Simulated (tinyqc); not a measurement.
Absorber share: periodic multilayer mirror for extreme ultraviolet light.

s polarisation, vacuum above. q_j = sqrt(N_j^2 - sin^2 theta); interface r_jk = (q_j - q_k)/(q_j + q_k) exp(-2 (2 pi/lam)^2 q_j q_k sg^2) (Nevot-Croce; sg = 0 if not given); phase factor of a layer x_j = exp(4 pi i q_j d_j/lam). Each period has the spacer (thickness (1 - Gm) L) on top of the absorber (Gm L). In this recursion R is the amplitude; R in tables and results is the reflectance, its squared modulus. The substrate is of the spacer material. Starting with R = 0 in it, each interface upward gives R -> (r + R x)/(1 + r R x), x that of the layer below the interface (1 for the substrate).

Parameters, chosen for this exercise (optical constants near those of Mo and Si at 13.5 nm; not measured data): lam = 13.5 nm (wavelength); dA = (0.0756, 0.00651) (delta and beta of the absorber, N = 1 - delta + i beta); dS = (0.0011, 0.00169) (delta and beta of the spacer and the substrate); theta = 0 degrees (angle from the normal); sg = 0.4 nm (interface roughness); Np = 20 (periods).

For each Gm the period is set so that lam_B = 2 L Re(mean q) equals lam - 0.09 nm.

Results:
```
Gm    L (nm)      R
0.15   6.788  0.225
0.20   6.814  0.333
0.25   6.840  0.424
0.30   6.866  0.493
0.35   6.892  0.541
0.40   6.919  0.570
0.45   6.945  0.583
0.50   6.972  0.583
0.60   7.027  0.545
0.70   7.082  0.451
```

How do the results move, and what explains it?

The largest value listed is 0.583 at 0.45. The contrast of a period goes as sin(pi Gm) and is largest at 0.5, while the loss grows with Gm; R is 0.583 at 0.5, 0.493 at 0.3 and 0.451 at 0.7. Contrast counts most here, so the best share lies near 0.5, a little below it through absorption.

Program tinyqc; command `OMP_NUM_THREADS=1 python tinyqc.py 1681311 1681312 out.jsonl`; about 0.01 s on one thread of a shared Intel(R) Xeon(R) Processor @ 2.30GHz.
